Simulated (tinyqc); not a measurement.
Crystal pulling from the melt: segregation, interface stability, heat balance and point-defect regime: one step, computed by the program tinyqc. Command: `OMP_NUM_THREADS=1 python tinyqc.py 3010218 3010219 out.jsonl pull walk`. One thread of a shared host (Intel(R) Xeon(R) Processor @ 2.30GHz), about 0.01 s of CPU time with the checks.

A dilute solute; steady pulling with a flat interface unless it is found unstable.

Question. Boundary layer and effective coefficient. delta = 1.61 D^(1/3) nu^(1/6) omega^(-1/2), omega = 2 pi rpm/60; k_eff = k0/[k0 + (1 - k0) exp(-V delta/D)] (Burton, Prim and Slichter); the melt at the interface is enriched by k_eff/k0.

Inputs (values chosen for the exercise, modelled on germanium in silicon):
```
quantity                      value    unit
equilibrium coefficient k0     0.32       -
diffusivity in the melt D   0.00012  cm^2/s
kinematic viscosity nu       0.0026  cm^2/s
crystal rotation                 15     rpm
pull rate V                    0.97  mm/min
```

Give: boundary layer delta; V delta/D; k_eff; enrichment at the interface.

Answer.

boundary layer delta = 234.96 micrometre

V delta/D = 0.31654

k_eff = 0.39240

enrichment at the interface = 1.2263

k_eff has moved 10.6 % of the way from k0 to 1. A 10 % ripple of V gives striations of 1.92 % in C_s, since d ln k_eff/d ln V = (1 - k_eff) V delta/D.
